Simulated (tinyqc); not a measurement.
# Worked calculation: Weibull analysis of times to dielectric breakdown, with area scaling

Program tinyqc, `OMP_NUM_THREADS=1 python tinyqc.py 2070076 2070077 out.jsonl`; Intel Xeon 2.30GHz, shared host, one thread, about 0.01 s. Printed values are rounded.

Breakdown times follow F(t) = 1 - exp(-(t/t63)^beta). The 8 times below were drawn at random from beta = 2.7, t63 = 480 s and are treated as data; all samples failed.

Inputs (values chosen for the exercise):
- A1 = 3 um^2 (area of a test capacitor)
- A2 = 2.1e6 um^2 (gate area of the product)
- Fp = 0.0001 (allowed share of failed products)

## Median ranks and the Weibull scale

| i | t (s) |
|---|---|
| 1 | 319 |
| 2 | 387 |
| 3 | 397 |
| 4 | 405 |
| 5 | 509 |
| 6 | 564 |
| 7 | 766 |
| 8 | 790 |

F_i = (i - 0.3)/(n + 0.4) for the sorted times, W_i = ln(-ln(1 - F_i)).

| i | F | W | ln t |
|---|---|---|---|
| 1 | 0.0833333 | -2.441716 | 5.765191 |
| 2 | 0.2023810 | -1.486671 | 5.958425 |
| 3 | 0.3214286 | -0.947354 | 5.983936 |
| 4 | 0.4404762 | -0.543574 | 6.003887 |
| 5 | 0.5595238 | -0.198574 | 6.232448 |
| 6 | 0.6785714 | 0.126615 | 6.335054 |
| 7 | 0.7976190 | 0.468505 | 6.641182 |
| 8 | 0.9166667 | 0.910235 | 6.672033 |

## Straight-line fit

Least squares of W on ln t: beta = sum (x - mean x)(W - mean W)/sum (x - mean x)^2 with x = ln t, and ln t63 = mean x - mean W/beta.

beta = 3.087334
t63 = 581.4517 s

beta is 14 % above the value that made the data and t63 21 % above it.

## Iteration 1: likelihood estimate of beta

beta at the start = 3.1

Maximum likelihood: a(beta) = 1/beta with a = sum t^beta ln t/sum t^beta - mean ln t. Averaged step: beta(new) = [beta + 1/a(beta)]/2.

beta after iteration 1 = 3.318088

## Iteration 2: likelihood estimate of beta

As before.

beta after iteration 2 = 3.340765

## Course of the iteration

Stop when beta changes by less than 1e-9, or after 40 iterations.

Course of the iteration:

| iteration | beta | change |
|---|---|---|
| 1 | 3.318088 | 0.218 |
| 2 | 3.340765 | 0.0227 |
| 3 | 3.343921 | 3.16e-3 |
| 4 | 3.344372 | 4.50e-4 |
| 5 | 3.344436 | 6.44e-5 |
| 6 | 3.344445 | 9.23e-6 |
| 7 | 3.344447 | 1.32e-6 |
| 8 | 3.344447 | 1.89e-7 |
| 9 | 3.344447 | 2.71e-8 |
| 10 | 3.344447 | 3.88e-9 |
| 11 | 3.344447 | 5.56e-10 |

Converged in 11 iterations.

## Scale parameter and projection to the product

converged beta = 3.344447

t63 = (mean of t^beta)^(1/beta). Defects are spread at random, so -ln(1 - F) is proportional to the area: t63(A2) = t63 (A1/A2)^(1/beta), and the time to the share Fp is t63(A2) (-ln(1 - Fp))^(1/beta).

t63 = 577.3609 s
t63 of the product = 10.32155 s
time to Fp = 0.6572626 s
decades lost against t63 = 2.943708

The straight-line values give 0.376 s for the time to Fp and the values that made the data 0.108 s: with 8 samples beta is uncertain by about 0.78/sqrt(n) = 28 %, and the projection hangs on 1/beta.
